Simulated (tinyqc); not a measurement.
Inside a calculation: optical gain and spontaneous emission in a bulk direct-gap semiconductor. Values are carried at full precision from step to step, so a last printed digit may differ when a step is redone from the rounded ones.

F_j(eta) = (1/Gamma(j + 1)) integral_0^infinity x^j dx/(1 + exp(x - eta)), which tends to exp(eta) for eta << 0.

Quasi-Fermi levels: n = Nc F_1/2(Fc/kT) and p = Nv F_1/2(Fv/kT), Fc counted up from the conduction edge and Fv down from the valence edge; Nc, Nv from N = 2 (m kB T/(4 pi c))^(3/2) with c = hbar^2/2m0, in 1/angstrom^3; times 1e24 for 1/cm^3, with me and (mhh^(3/2) + mlh^(3/2))^(2/3).

Constants: hbar^2/2m0 = 3.80998211 eV angstrom^2; kB = 8.617333262e-05 eV/K; fine-structure constant alpha = 0.007297352564; hbar = 6.58211957e-16 eV s; hbar c = 1973.269805 eV angstrom.

Parameters, chosen for this exercise (near those of InGaAs; shifted at random, so the results belong to these values and not to a real crystal):
- me = 0.0424 m0 (electron mass)
- mhh = 0.474 m0 (heavy-hole mass)
- mlh = 0.0508 m0 (light-hole mass)
- n = 1.4e+18 1/cm^3 (injected density, n = p)
- T = 200 K
- Eg = 0.761 eV (direct gap)
- Ep = 22.8 eV (Kane energy)
- nr = 3.57 (refractive index)
- E = 0.815 eV (photon energy)

## Quasi-Fermi levels

Solve for Fc and Fv.

kT = 0.017235 eV
Nc = 1.193e+17 1/cm^3
Nv = 4.614e+18 1/cm^3
Fc = 0.1052 eV
Fv = -0.0187 eV
Fc + Fv = 0.0865 eV

The separation of the quasi-Fermi levels exceeds the gap, so photons between Eg and Eg + (Fc + Fv) see gain. The quasi-Fermi level of the electrons lies inside the band, that of the holes in the gap.

## Absorption of the empty crystal

Parabolic bands, vertical transitions, no excitons. For each hole band j: mr = me mj/(me + mj); joint density of states J_j(E) = (mr/c)^(3/2) sqrt(E - Eg)/(2 pi^2), both spins, c = hbar^2/2m0; averaged matrix element |e.p|^2 = m0 Ep/6; alpha_j(E) = 4 pi^2 alpha_f c Ep J_j/(3 nr E) in 1/angstrom (alpha_f the fine-structure constant, listed as alpha among the constants), times 1e8 for 1/cm.

Evaluate at E for heavy and light holes.

mr, J and alpha of each hole band:
```
hole   mr (m0)  J (1/(eV angstrom^3))  alpha (1/cm)
heavy  0.03892              1.215e-05        3484.6
light  0.02311              5.562e-06        1594.6
```

The heavy-hole band gives 69 % of the total, 5079 1/cm.

## Occupations and gain at E

For band j the electron sits at Ee = (E - Eg) mr/me above its edge and the hole at Eh = (E - Eg) mr/mj; fe = 1/(1 + exp((Ee - Fc)/kT)), fh = 1/(1 + exp((Eh - Fv)/kT)); gain g = sum_j alpha_j (fe + fh - 1).

Use mr and alpha from the table.

Energies, occupations and gain of each hole band:
```
hole   Ee (eV)  Eh (eV)     fe     fh  g (1/cm)
heavy   0.0496   0.0044  0.962  0.207       589
light   0.0294   0.0246  0.988  0.075       100
```

total gain = 689 1/cm

E - Eg = 0.0540 eV is below Fc + Fv = 0.0865 eV, so both bands give gain (Bernard-Duraffourg).

## Spontaneous emission

Spontaneous rate: R = integral of (nr E/(hbar c))^2/(pi^2 hbar) sum_j alpha_j fe fh dE, with alpha in 1/cm and (nr E/(hbar c))^2 in 1/cm^2 (1e16 per 1/angstrom^2); B = R/(n p); lifetime n/R.

Integrate over photon energy.

R = 3.06e+26 1/(cm^3 s)
B = 1.56e-10 cm^3/s
radiative lifetime = 4.58 ns

## Checks

- B at n = 1e13 1/cm^3 against the van Roosbroeck-Shockley value from alpha and ni^2 (cm^3/s): both 2.57e-10.

Computed by tinyqc, a small Python program: `OMP_NUM_THREADS=1 python tinyqc.py 1682011 1682012 out.jsonl` (the numbers bound the seed that draws the inputs); one thread of a shared host (Intel(R) Xeon(R) Processor @ 2.30GHz), about 0.08 s for the whole set of steps.
